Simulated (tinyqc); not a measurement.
Inside a calculation. Method: geometry optimisation on the RHF/6-31g surface (energies and gradients from PySCF), for H3-, spin multiplicity 1. The basis has no diffuse functions, so it cannot describe the extra electron: this is an exercise in the method, not the real anion. Computed by tinyqc, a small Python program that keeps every step (integrals from PySCF). Settings: charge = -1, multiplicity = 1, basis = 6-31g, optimiser = bfgs, first Hessian = 1.0, largest step = 0.1, iteration cap = 30. Command: `OMP_NUM_THREADS=1 python tinyqc.py 22156 22157 out.jsonl` (the two numbers bound the seeds that draw the settings). One thread of a shared host (Intel(R) Xeon(R) Processor @ 2.60GHz), about 2 s of CPU time with the checks.

positions at the start (bohr), order 1H, 2H, 3H:
```
[[-0.0359, 0.0208, 0.0548],
 [-0.0302, 0.0019, 1.5855],
 [0.0000, 0.4970, -1.4419]]
```

Stop when the largest gradient component is below 3e-5 hartree/bohr. The inverse Hessian follows the BFGS update with s = step, y = change of gradient.

Course of the optimisation:
```
step  E (hartree)  largest gradient (hartree/bohr)
1       -1.507573                         1.15e-01
2       -1.521919                         8.93e-02
3       -1.533127                         6.83e-02
4       -1.541710                         5.15e-02
5       -1.548080                         3.72e-02
6       -1.552568                         2.50e-02
7       -1.555442                         1.44e-02
8       -1.556922                         5.30e-03
9       -1.557232                         3.11e-03
10      -1.557252                         2.55e-03
11      -1.557282                         1.79e-03
12      -1.557309                         1.50e-03
13      -1.557321                         9.01e-04
14      -1.557325                         9.79e-04
15      -1.557329                         1.13e-03
16      -1.557348                         2.62e-03
17      -1.557361                         9.23e-03
18      -1.557425                         6.00e-03
19      -1.557547                         6.65e-03
20      -1.557717                         8.02e-03
21      -1.557927                         9.09e-03
22      -1.558162                         9.51e-03
23      -1.558413                         9.80e-03
24      -1.558669                         9.78e-03
25      -1.558925                         9.88e-03
26      -1.559959                         9.36e-03
27      -1.560917                         8.26e-03
28      -1.561776                         6.49e-03
29      -1.562422                         5.76e-03
30      -1.562981                         3.67e-03
```

Can the last value be used, and what does the course show?

Not by the stop rule. Not converged within 30 steps: the energy falls at every step, but slowly. Reruns: method bfgs, first Hessian 0.6, largest step 0.3: converged in 30 (E = -1.56388).
